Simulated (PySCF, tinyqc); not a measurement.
Worked calculation: RKS/PBE0 in the sto-3g basis, for H4, spin multiplicity 1. The lowest restricted solution is unstable here: a spin-polarised one lies 0.0309 hartree lower (PySCF). One step of it, computed by the program tinyqc.

Problem. Iteration 2: building the Kohn-Sham matrix. J_ij = sum D_kl (ij|kl), K_ij = sum D_kl (ik|jl); F = H + J - 0.125 K + V_xc; E = tr D H + tr D J / 2 - 0.0625 tr D K + E_xc + E_nn.

D after iteration 1, lower triangle:
```
           1H 1s      2H 1s     3H 1s     4H 1s
1H 1s   0.841666
2H 1s   0.771694   0.809830
3H 1s  -0.053801   0.237878  0.809830
4H 1s  -0.349764  -0.053801  0.771694  0.841666
```

core Hamiltonian H = T + V (hartree), lower triangle:
```
           1H 1s      2H 1s      3H 1s      4H 1s
1H 1s  -1.037807
2H 1s  -0.314813  -1.222415
3H 1s  -0.011628  -0.249039  -1.222415
4H 1s  -0.000163  -0.011628  -0.314813  -1.037807
```

Two-electron integrals (ij|kl) in chemists' order, unique and non-zero (hartree):
```
(11|11) 0.774606   (21|11) 0.103802   (21|21) 0.022499   (22|11) 0.314773
(22|21) 0.103802   (22|22) 0.774606   (31|11) 0.001849   (31|21) 0.000513
(31|22) 0.003210   (31|31) 0.000016   (32|11) 0.032207   (32|21) 0.009793
(32|22) 0.075030   (32|31) 0.000396   (32|32) 0.012509   (33|11) 0.151020
(33|21) 0.040828   (33|22) 0.285553   (33|31) 0.001849   (33|32) 0.075030
(33|33) 0.774606   (41|11) 0.000013   (41|21) 3.91e-06   (41|22) 0.000029
(41|31) 1.56e-07   (41|32) 4.84e-06   (41|33) 0.000029   (42|11) 0.000939
(42|21) 0.000260   (42|22) 0.001849   (42|31) 0.000011   (42|32) 0.000396
(42|33) 0.003210   (42|41) 1.56e-07   (42|42) 0.000016   (43|11) 0.024898
(43|21) 0.006334   (43|22) 0.040828   (43|31) 0.000260   (43|32) 0.009793
(43|33) 0.103802   (43|41) 3.91e-06   (43|42) 0.000513   (43|43) 0.022499
(44|11) 0.102435   (44|21) 0.024898   (44|22) 0.151020   (44|31) 0.000939
(44|32) 0.032207   (44|33) 0.314773   (44|41) 0.000013   (44|42) 0.001849
(44|43) 0.103802   (44|44) 0.774606
```

nuclear repulsion = 1.32855613 hartree

V_xc (hartree), lower triangle:
```
           1H 1s      2H 1s      3H 1s      4H 1s
1H 1s  -0.321267
2H 1s  -0.053722  -0.322872
3H 1s  -0.001302  -0.036565  -0.322872
4H 1s  -0.000013  -0.001302  -0.053722  -0.321267
```

E_xc = sum of w rho eps_xc = -0.97232555 hartree

Give: Coulomb J; exchange K; Kohn-Sham matrix F; total energy of this density.

Solution.

Coulomb J (hartree), lower triangle:
```
        1H 1s   2H 1s   3H 1s   4H 1s
1H 1s  1.3290
2H 1s  0.2745  1.5089
3H 1s  0.0078  0.2118  1.5089
4H 1s  0.0001  0.0078  0.2745  1.3290
```

exchange K (hartree), lower triangle:
```
         1H 1s   2H 1s   3H 1s   4H 1s
1H 1s   0.8304
2H 1s   0.4330  0.8515
3H 1s   0.0291  0.2067  0.8515
4H 1s  -0.0351  0.0291  0.4330  0.8304
```

Kohn-Sham matrix F (hartree), lower triangle:
```
         1H 1s    2H 1s    3H 1s    4H 1s
1H 1s  -0.1338
2H 1s  -0.1481  -0.1428
3H 1s  -0.0087  -0.0996  -0.1428
4H 1s   0.0043  -0.0087  -0.1481  -0.1338
```

total energy of this density = -1.908845 hartree
